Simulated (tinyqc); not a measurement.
# Undoped symmetric double-gate MOSFET, analytic potential model: effect of the body thickness

An undoped body of thickness ts between two equal insulators and tied gates; long channel, electrons only, n = ni exp((psi - V)/Vt) with V the quasi-Fermi potential (0 at the source, Vd at the drain), constant mobility, no quantisation. Across the body psi(x) = V - 2 Vt ln[(ts/(2 beta)) sqrt(q ni/(2 eps0 eps_r Vt)) cos(2 beta x/ts)], x from the centre. Q is the electron charge per area of the whole body.

ni = sqrt(Nc Nv) exp(-Eg/(2 Vt)), Eg in volts; r = eps_r tox/(eox ts); V0 = dphi + 2 Vt ln[(2/ts) sqrt(2 eps0 eps_r Vt/(q ni))]. beta (between 0 and pi/2) solves (Vg - V0 - V)/(2 Vt) = ln(beta) - ln(cos beta) + 2 r beta tan(beta). Q = 8 eps0 eps_r Vt beta tan(beta)/ts; I = mu (1/L)(4 eps0 eps_r/ts)(2 Vt)^2 [g(beta_s) - g(beta_d)] per width, g = beta tan(beta) - beta^2/2 + r beta^2 tan^2(beta), with beta_s at V = 0 and beta_d at V = Vd.  I(low) is taken at Vg = 0.17 V, Qs and I(high) at Vg = 0.92 V.

Parameters, values chosen for the exercise; material values close to those of silicon: temperature T = 325 K; band gap Eg = 1.12 eV; relative permittivity of the semiconductor eps_r = 11.7; conduction-band density of states at T Nc = 3.15e19 cm^-3; valence-band density of states at T Nv = 3.01e19 cm^-3; relative permittivity of the gate insulator eox = 7.63; insulator thickness tox = 2.4 nm; gate work function less that of the intrinsic body dphi = 0 V; channel mobility mu = 260 cm^2/(V s); gate length L = 0.5 um; drain voltage Vd = 0.3 V.

Constants: q = 1.602176634e-19 C, kB = 1.380649e-23 J/K, Vt = kB T/q, eps0 = 8.8541878128e-14 F/cm where lengths are in cm. Results are converted to the units shown.

Results:

| ts (nm) | V0 (V) | I(low) (nA/um) | Qs(high) (nC/cm^2) | I(high) (uA/um) |
|---|---|---|---|---|
| 8.3 | 0.4848 | 0.05342 | 1848 | 180.7 |
| 12 | 0.4642 | 0.07724 | 1851 | 181.6 |
| 23 | 0.4277 | 0.1480 | 1853 | 182.4 |
| 32 | 0.4092 | 0.2060 | 1853 | 182.6 |
| 45 | 0.3901 | 0.2896 | 1853 | 182.7 |
| 62 | 0.3722 | 0.3989 | 1853 | 182.7 |

Estimate the missing row, ts = 16 nm.

Computed row:

| ts (nm) | V0 (V) | I(low) (nA/um) | Qs(high) (nC/cm^2) | I(high) (uA/um) |
|---|---|---|---|---|
| 16 | 0.4481 | 0.1030 | 1852 | 182.1 |

With this row back in the table: As ts goes from 8.3 to 62 nm, I(low) rises from 0.0534 to 0.399 nA/um and I(high) rises from 181 to 183 uA/um. On average I(low) goes as ts^(1.00) and I(high) goes as ts^(0.01). Below threshold the charge is proportional to the cross-section of the body; above it the insulator sets the charge. In every row the surface density at the source at the higher gate voltage passes 0.3 Nc, where Boltzmann statistics fail.

Computed by the program tinyqc: `OMP_NUM_THREADS=1 python tinyqc.py 2440172 2440173 out.jsonl`, one thread of a shared Intel Xeon 2.30GHz, about 0.02 s for the whole run.
